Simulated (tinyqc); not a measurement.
Empirical pseudopotential in a few plane waves, step by step. One step of it, computed by the program tinyqc.

Problem. Bloch Hamiltonian at G. Basis: the 15 shortest G (labels in 2 pi/a), the same at every k. H(G,G') = c |k + G|^2 delta + VS(|G-G'|^2) cos((G-G').tau) + i VA sin((G-G').tau), tau = a/8 (1,1,1); 1 Ry = 13.605693 eV.

Parameters chosen for this model: fcc lattice, atoms at +/- a/8 (1,1,1); form factors in rydberg at |G|^2 in units of (2 pi/a)^2:
```
parameter                 value      unit
a                      6.490000  angstrom
VS(3)                 -0.221000        Ry
VS(8)                  0.028000        Ry
VS(11)                 0.062000        Ry
VA(3)                         0        Ry
VA(4)                         0        Ry
VA(11)                        0        Ry
hbar^2/2m (2 pi/a)^2   3.571028        eV
```

k point G (2 pi / a): [0, 0, 0]

Give: H(k) at G.

Solution.

H(k) at G (eV):
```
         +0+0+0   -1-1-1   -1-1+1   -1+1-1   -1+1+1   +1-1-1   +1-1+1   +1+1-1
+0+0+0   0.0000   2.1262  -2.1262  -2.1262  -2.1262  -2.1262  -2.1262  -2.1262
-1-1-1   2.1262  10.7131   0.0000   0.0000  -0.3810   0.0000  -0.3810  -0.3810
-1-1+1  -2.1262   0.0000  10.7131   0.3810   0.0000   0.3810   0.0000   0.0000
-1+1-1  -2.1262   0.0000   0.3810  10.7131   0.0000   0.3810   0.0000   0.0000
-1+1+1  -2.1262  -0.3810   0.0000   0.0000  10.7131   0.0000   0.3810   0.3810
+1-1-1  -2.1262   0.0000   0.3810   0.3810   0.0000  10.7131   0.0000   0.0000
+1-1+1  -2.1262  -0.3810   0.0000   0.0000   0.3810   0.0000  10.7131   0.3810
+1+1-1  -2.1262  -0.3810   0.0000   0.0000   0.3810   0.0000   0.3810  10.7131
+1+1+1   2.1262   0.0000  -0.3810  -0.3810   0.0000  -0.3810   0.0000   0.0000
-2+0+0   0.0000  -2.1262  -2.1262  -2.1262   2.1262   0.5965  -0.5965  -0.5965
+0-2+0   0.0000  -2.1262  -2.1262   0.5965  -0.5965  -2.1262   2.1262  -0.5965
+0+0-2   0.0000  -2.1262   0.5965  -2.1262  -0.5965  -2.1262  -0.5965   2.1262
+0+0+2   0.0000  -0.5965   2.1262  -0.5965  -2.1262  -0.5965  -2.1262   0.5965
+0+2+0   0.0000  -0.5965  -0.5965   2.1262  -2.1262  -0.5965   0.5965  -2.1262
+2+0+0   0.0000  -0.5965  -0.5965  -0.5965   0.5965   2.1262  -2.1262  -2.1262

         +1+1+1   -2+0+0   +0-2+0   +0+0-2   +0+0+2   +0+2+0   +2+0+0
+0+0+0   2.1262   0.0000   0.0000   0.0000   0.0000   0.0000   0.0000
-1-1-1   0.0000  -2.1262  -2.1262  -2.1262  -0.5965  -0.5965  -0.5965
-1-1+1  -0.3810  -2.1262  -2.1262   0.5965   2.1262  -0.5965  -0.5965
-1+1-1  -0.3810  -2.1262   0.5965  -2.1262  -0.5965   2.1262  -0.5965
-1+1+1   0.0000   2.1262  -0.5965  -0.5965  -2.1262  -2.1262   0.5965
+1-1-1  -0.3810   0.5965  -2.1262  -2.1262  -0.5965  -0.5965   2.1262
+1-1+1   0.0000  -0.5965   2.1262  -0.5965  -2.1262   0.5965  -2.1262
+1+1-1   0.0000  -0.5965  -0.5965   2.1262   0.5965  -2.1262  -2.1262
+1+1+1  10.7131  -0.5965  -0.5965  -0.5965  -2.1262  -2.1262  -2.1262
-2+0+0  -0.5965  14.2841   0.3810   0.3810  -0.3810  -0.3810   0.0000
+0-2+0  -0.5965   0.3810  14.2841   0.3810  -0.3810   0.0000  -0.3810
+0+0-2  -0.5965   0.3810   0.3810  14.2841   0.0000  -0.3810  -0.3810
+0+0+2  -2.1262  -0.3810  -0.3810   0.0000  14.2841   0.3810   0.3810
+0+2+0  -2.1262  -0.3810   0.0000  -0.3810   0.3810  14.2841   0.3810
+2+0+0  -2.1262   0.0000  -0.3810  -0.3810   0.3810   0.3810  14.2841
```
